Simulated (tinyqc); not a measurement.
Circuit elements from the admittance matrix.

Inverse problem. Y belongs to a common-source circuit with y11 = i w (Cgs + Cgd), y12 = -i w Cgd, y21 = gm - i w Cgd, y22 = gds + i w (Cgd + Cd) and a resistance Rg in series with the gate; w = 2 pi f. Find Rg, Cgs + Cgd, Cgd, gm, gds and Cd.

Parameters, values chosen for the exercise: signal frequency f = 1 GHz.

Y with Rg (mS):

|  | 1 | 2 |
|---|---|---|
| 1 | 0.0000554753+0.0264913728i | -0.0000256571-0.0122521576i |
| 2 | 0.4349217268-0.0131629762i | 0.0652551421+0.0324654703i |

Answer. 1/Y11 = Rg + 1/(i w (Cgs + Cgd)) gives Rg; removing it from Z11 returns the inner y, whose parts are read off.

Rg = 79.0 ohm
Cgs + Cgd = 4.22 fF
Cgd = 1.95 fF
gm = 0.435 mS
gds = 0.0652 mS
Cd = 3.15 fF

tinyqc, about 0.01 s, one thread, Intel Xeon 2.30GHz (shared host): `OMP_NUM_THREADS=1 python tinyqc.py 2150123 2150124 out.jsonl`
